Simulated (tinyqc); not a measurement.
How errors in the targets pass to the parameters: fitting sp3s* parameters to three gaps by Newton steps.

J:
```
           Esc    Vsapc      Exc
Gamma  0.71520  0.00000  0.00000
X      0.00000  0.51162  0.00000
L      0.37832  0.32450  0.05307
```

The gaps at Gamma, X and L of an sp3s* model are fitted with Esc, Vsapc and Exc; J holds the derivatives of the gaps by these parameters at the start. The change of each parameter for +10 meV on one target is 10 J^-1, in meV.

Shifts (meV):
```
target raised   Esc  Vsapc     Exc
Gamma          14.0    0.0   -99.7
X               0.0   19.5  -119.5
L               0.0    0.0   188.4
```

root sum of squares (meV): Esc 14.0, Vsapc 19.5, Exc 244.4

Independent errors of 10 meV leave Exc least certain (244 meV) and Esc best fixed (14.0 meV). The largest single entry, 188 meV, comes from the target at L.

(tinyqc, `OMP_NUM_THREADS=1 python tinyqc.py 1450497 1450498 out.jsonl`, Intel(R) Xeon(R) Processor @ 2.30GHz, 1 thread, shared host, about 0.2 s.)
